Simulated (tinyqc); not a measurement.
Equilibrium and kinetic segregation of a solute to boundaries and growing surfaces. Changing the growth rate. Computed by tinyqc, a small Python program. Command: `OMP_NUM_THREADS=1 python tinyqc.py 3024130 3024131 out.jsonl segreg sweep`. One thread of a shared host (Intel(R) Xeon(R) Processor @ 2.30GHz), about 0.01 s of CPU time with the checks.

Inputs (values chosen for the exercise): exchange barrier E_b = 1.87 eV; surface segregation energy E_s = 0.16 eV; growth temperature T_g = 710 K.

Constants: k_B = 8.617333262e-05 eV/K.

Method. Two-state exchange during growth, dilute: jump up r_u = nu exp(-E_b/(k_B T_g)), jump back r_d = r_u exp(-E_s/(k_B T_g)), nu = 1e13 1/s. In the time 1/R of one monolayer the share carried up is p = [r_u/(r_u + r_d)] [1 - exp(-(r_u + r_d)/R)]; the tail decays as p^n, length -1/ln p monolayers; the equilibrium limit has p = r_u/(r_u + r_d).

One run for each value:

| growth rate (monolayers/s) | decay length (monolayers) | share carried up p | r_u (1/s) |
|---|---|---|---|
| 0.018 | 14.163 | 0.93183 | 0.53238 |
| 0.041 | 14.163 | 0.93183 | 0.53238 |
| 0.097 | 13.628 | 0.92925 | 0.53238 |
| 0.23 | 6.341 | 0.85411 | 0.53238 |
| 0.53 | 2.055 | 0.61474 | 0.53238 |
| 1.2 | 0.960 | 0.35298 | 0.53238 |
| 2.9 | 0.558 | 0.16663 | 0.53238 |
| 6.8 | 0.386 | 0.07509 | 0.53238 |
| 16 | 0.292 | 0.03269 | 0.53238 |

Describe and explain the trends.

Over the rows, decay length (monolayers) falls from 14.2 to 0.292; share carried up p falls from 0.932 to 0.0327; r_u (1/s) does not change. The length keeps its equilibrium value only while exp(-r_u/R) is small against r_d/r_u; most solute is buried before it can jump once R is well above r_u.
